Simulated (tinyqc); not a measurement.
Free and trapped electrons in a MOS channel with a dense trap tail: one step of the calculation.

p-type body, charge-sheet picture, full ionisation (an idealisation for deep acceptors), Boltzmann statistics for free electrons. e = Ec - EF at the surface. Acceptor-like traps of density D(E) = D0 + De exp(-E/Ew) at depth E below Ec, from 0 to Eu, hold n_t = integral of D(E)/(1 + exp((e - E)/Vt)). psi = Eg - Vt ln(Nv/Na) - e; N_dep = sqrt(2 eps0 eps_r Na (psi - Vt)/q); n_f = sqrt(N_dep^2 + 2 eps0 eps_r Vt Nc exp(-e/Vt)/q) - N_dep; Vg = Vfb + psi + q (N_dep + n_t + n_f)/Cox, Cox = eps0 eox/tox.

Problem. Charges and gate voltage. psi, N_dep, n_f and Vg as defined, with the n_t given; free share n_f/(n_f + n_t); apparent mobility mf n_f/(n_f + n_t); gate voltage spent on traps q n_t/Cox.

Parameters, values chosen for the exercise; band and dielectric values close to those of silicon: temperature T = 400 K; band gap Eg = 1.1 eV; relative permittivity eps_r = 11.6; conduction-band density of states at T Nc = 4.31e19 cm^-3; valence-band density of states at T Nv = 4.16e19 cm^-3; relative permittivity of the insulator eox = 3.9; insulator thickness tox = 26 nm; acceptor density Na = 1.5e16 cm^-3; flat-band voltage without trapped charge Vfb = -0.95 V; mobility of free electrons mf = 95 cm^2/(V s); Ec - EF at the surface e = 0.269 eV.

Constants: q = 1.602176634e-19 C, kB = 1.380649e-23 J/K, Vt = kB T/q, eps0 = 8.8541878128e-14 F/cm where lengths are in cm. Results are converted to the units shown.

n_t = 1.7129764e11 cm^-2

Find: psi; N_dep; n_f; Vg; free share; apparent mobility; gate voltage spent on traps.

Solution.

psi = 0.5577 V
N_dep = 3.172e11 cm^-2
n_f = 1.202e10 cm^-2
Vg = 0.2116 V
free share = 6.559 %
apparent mobility = 6.231 cm^2/(V s)
gate voltage spent on traps = 0.2066 V

Program tinyqc, `OMP_NUM_THREADS=1 python tinyqc.py 2222024 2222025 out.jsonl`; Intel Xeon 2.30GHz, shared host, one thread, about 0.02 s.
